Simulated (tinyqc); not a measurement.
Worked calculation (part 2 of 2): RHF in the sto-3g basis, for BeH2, spin multiplicity 1. Computed by tinyqc, a small Python program that keeps every step (integrals from PySCF). Command: `OMP_NUM_THREADS=1 python tinyqc.py 24902 24903 out.jsonl` (the two numbers bound the seeds that draw the settings). One thread of a shared host (Intel(R) Xeon(R) Processor @ 2.60GHz), about 0.09 s of CPU time with the checks.

Geometry (angstrom):
```
atom         x          y         z
Be    0.000000   0.000000  0.000000
H     0.000000   1.575000  0.000000
H     0.000000  -1.523000  0.000000
```

## Convergence

Stop when the energy changes by less than 1e-10 hartree and every element of the error matrix X^T (F D S - S D F) X is below 3e-06.

Course of the cycle:
```
iteration   E (hartree)     change  largest element of the error matrix
1          -14.81415031          -                             7.03e-01
2          -15.00950391  -1.95e-01                             5.23e-01
3          -15.15431653  -1.45e-01                             3.76e-01
4          -15.25978456  -1.05e-01                             2.68e-01
5          -15.33562708  -7.58e-02                             1.90e-01
6          -15.38969903  -5.41e-02                             1.34e-01
7          -15.42803093  -3.83e-02                             9.46e-02
8          -15.45509902  -2.71e-02                             6.65e-02
9          -15.47416220  -1.91e-02                             4.67e-02
10         -15.48756303  -1.34e-02                             3.27e-02
11         -15.49697135  -9.41e-03                             2.30e-02
12         -15.50357076  -6.60e-03                             1.61e-02
13         -15.50819701  -4.63e-03                             1.13e-02
14         -15.51143865  -3.24e-03                             7.89e-03
...                 ...        ...                                  ...
50         -15.51901290  -8.62e-09                             2.10e-08
51         -15.51901291  -6.03e-09                             1.47e-08
52         -15.51901291  -4.22e-09                             1.03e-08
53         -15.51901291  -2.96e-09                             7.19e-09
54         -15.51901292  -2.07e-09                             5.03e-09
55         -15.51901292  -1.45e-09                             3.52e-09
56         -15.51901292  -1.01e-09                             2.47e-09
57         -15.51901292  -7.10e-10                             1.73e-09
58         -15.51901292  -4.97e-10                             1.21e-09
59         -15.51901292  -3.48e-10                             8.46e-10
60         -15.51901292  -2.43e-10                             5.92e-10
61         -15.51901292  -1.70e-10                             4.14e-10
62         -15.51901292  -1.19e-10                             2.90e-10
63         -15.51901292  -8.35e-11                             2.03e-10
```

PySCF RHF in the same basis = -15.51901292 hartree

Converged in 63 iterations.

## Populations, bond orders and dipole

D after iteration 63, lower triangle:
```
            1Be 1s    1Be 2s   1Be 2px    1Be 2py   1Be 2pz      2H 1s     3H 1s
1Be 1s    2.058380
1Be 2s   -0.195461  0.731234
1Be 2px   0.000000  0.000000  0.000000
1Be 2py   0.000536  0.004870  0.000000   0.492464
1Be 2pz   0.000000  0.000000  0.000000   0.000000  0.000000
2H 1s    -0.174192  0.478005  0.000000   0.428285  0.000000   0.680596
3H 1s    -0.175394  0.469521  0.000000  -0.422278  0.000000  -0.059159  0.670142
```

overlap S, lower triangle:
```
           1Be 1s    1Be 2s   1Be 2px    1Be 2py   1Be 2pz     2H 1s     3H 1s
1Be 1s   1.000000
1Be 2s   0.259517  1.000000
1Be 2px  0.000000  0.000000  1.000000
1Be 2py  0.000000  0.000000  0.000000   1.000000
1Be 2pz  0.000000  0.000000  0.000000   0.000000  1.000000
2H 1s    0.041477  0.368873  0.000000   0.452273  0.000000  1.000000
3H 1s    0.046478  0.388237  0.000000  -0.469502  0.000000  0.014816  1.000000
```

Mulliken: Z minus the diagonal of D S on the atom; Loewdin: the same with S^(1/2) D S^(1/2); Mayer order: 2 sum_s sum (D(s) S)_ij (D(s) S)_ji over the two atoms.

Charges (e):
```
atom   Mulliken    Loewdin
1Be    0.084179   0.071765
2H    -0.042519  -0.036514
3H    -0.041660  -0.035251
```

Mayer bond orders:
```
pair     order
2-1   0.992793
3-1   0.992865
3-2   0.005399
```

dipole moment about the origin, x y z (debye): 0.000000  -0.019670  0.000000
